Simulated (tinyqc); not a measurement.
Inside a calculation: standing waves and exposure in a photoresist film. Values are carried at full precision from step to step, so a last printed digit may differ when a step is redone from the rounded ones.

Normal incidence from air. Unexposed resist: N1 = n1 + i k1 with k1 = (A + B) lam/(4 pi), lam in micrometres. r01 = (1 - N1)/(1 + N1), t01 = 2/(1 + N1). Substrate Ns = ns + i ks: r12 = (N1 - Ns)/(N1 + Ns). With p = exp(2 pi i N1 d/lam), the field at depth z is E(z) = t01 [exp(2 pi i N1 z/lam) + r12 p^2 exp(-2 pi i N1 z/lam)]/(1 + r01 r12 p^2), the relative intensity I(z) = n1 |E(z)|^2 and the reflectance R = |(r01 + r12 p^2)/(1 + r01 r12 p^2)|^2.

Parameters, chosen for this exercise (a resist on W, indices near tabulated ones; not measured data):
```
symbol  value  unit          meaning
lam     248    nm            vacuum wavelength
n1      1.765                resist index
A       0.06   1/micrometre  bleachable absorption (Dill A)
B       1.07   1/micrometre  fixed absorption (Dill B)
d       416    nm            resist thickness
ns      3.368                substrate n
ks      2.842                substrate k
C       0.022  cm^2/mJ       exposure rate (Dill C)
D       30     mJ/cm^2       incident dose
Ld      10     nm            diffusion length of the post-exposure bake
```

## Interface coefficients

Form N1, r01, t01 and r12.

N1 = 1.76500+0.02230i
r01 = -0.2767-0.0058i
t01 = 0.7233-0.0058i
r12 = -0.4719-0.2860i
|r12|^2 = 0.3045

Next to the bottom the intensity swings by a factor ((1 + |r12|)/(1 - |r12|))^2 = 12 between antinode and node.

## Round trip and reflectance

Form p^2, the denominator and R; the period of the standing wave is lam/(2 n1).

p^2 = 0.5501-0.2966i
1 + r01 r12 p^2 = 1.0952+0.0068i
R = 0.3221
period = 70.25 nm

The film holds 5.92 periods.

## Intensity and exposure over the lowest period

Nine depths from d - period to d. Without bleaching during the exposure the share of unexposed compound is m = exp(-C D I).

Profile:
```
z (nm)      I      m
345.7   0.202  0.875
354.5   0.137  0.914
363.3   0.373  0.782
372.1   0.771  0.601
380.9   1.095  0.485
389.7   1.153  0.467
398.4   0.910  0.549
407.2   0.504  0.717
416.0   0.174  0.892
```

I runs from 0.137 to 1.153 on these points, so m runs from 0.467 to 0.914; the least exposed point listed lies 61.5 nm above the bottom.

## Smoothing by the bake

Gaussian diffusion of length Ld multiplies a cosine of period L by exp(-2 pi^2 Ld^2/L^2). Give that factor, and the Ld that leaves 10 %.

factor = 0.670
Ld for 10 % = 23.99 nm

## Checks

- R against the transfer-matrix product: both 0.32208.
- Absorption (A + B) d times the mean of I against 1 - R - T: both 0.347.

Program tinyqc; command `OMP_NUM_THREADS=1 python tinyqc.py 1680601 1680602 out.jsonl`; about 0.01 s on one thread of a shared Intel(R) Xeon(R) Processor @ 2.30GHz.
